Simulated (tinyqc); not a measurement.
Domain walls in a thin film with perpendicular anisotropy: Bloch, Neel and chiral walls, motion and stripe domains: one step, computed by the program tinyqc. Command: `OMP_NUM_THREADS=1 python tinyqc.py 3013466 3013467 out.jsonl mwall walk`. One thread of a shared host (Intel(R) Xeon(R) Processor @ 2.30GHz), about 0.01 s of CPU time with the checks.

One-dimensional wall: polar angle theta(x), azimuth phi of the moment in the wall (phi = 0 Neel, 90 degrees Bloch). mu_0 = 1.25663706212e-6 T m/A, gamma = 1.76085963023e11 rad/(s T).

Task: Bloch or Neel. sigma(phi) = sigma_0 + 2 Delta K_D cos^2(phi) - pi D cos(phi), with the wall shape anisotropy K_D = N_x mu_0 M_s^2/2, N_x = t ln 2/(pi Delta). The minimum has cos(phi) = D/D_N for D < D_N = 4 Delta K_D/pi and phi = 0 beyond; sigma turns negative at D_c = (sigma_0 + 2 Delta K_D)/pi.

Inputs (values chosen for the exercise, for a model film): saturation magnetisation M_s = 597 kA/m; DMI constant D = 0.74 mJ/m^2; thickness t = 1.8 nm.

width parameter Delta = 11.24242 nm

sigma_0 = 7.827496 mJ/m^2

Give: K_D; D_N; azimuth phi; wall energy sigma; D_c.

Result:

K_D = 7.911 kJ/m^3

D_N = 0.1132 mJ/m^2

azimuth phi = 0 degrees

wall energy sigma = 5.681 mJ/m^2

D_c = 2.548 mJ/m^2

A pure chiral Neel wall. D is 0.29 of D_c.
